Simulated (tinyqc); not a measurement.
# Junction parameters from two forward currents

Inverse problem. D(v) = J1 (exp(v/Vt) - 1) + J2 (exp(v/(2 Vt)) - 1). Find J1, J2 and the voltage 2 Vt ln(J2/J1) near which both parts are equal.

Parameters, values chosen for the exercise:
- T = 330 K (temperature)

Constants: q = 1.602176634e-19 C, kB = 1.380649e-23 J/K, Vt = kB T/q. Results are converted to the units shown.

junction voltages (V): 0.33  0.64
currents (uA/um): 5.0931666e-7  8.8843426e-4

Solution. The current is linear in J1 and J2, so two points give two equations.

J1 = 1.300e-13 uA/um
J2 = 1.500e-9 uA/um
crossover = 0.5320 V

Numbers from tinyqc (`OMP_NUM_THREADS=1 python tinyqc.py 2182248 2182249 out.jsonl`; about 0.2 s on one thread of a shared Intel Xeon 2.30GHz).
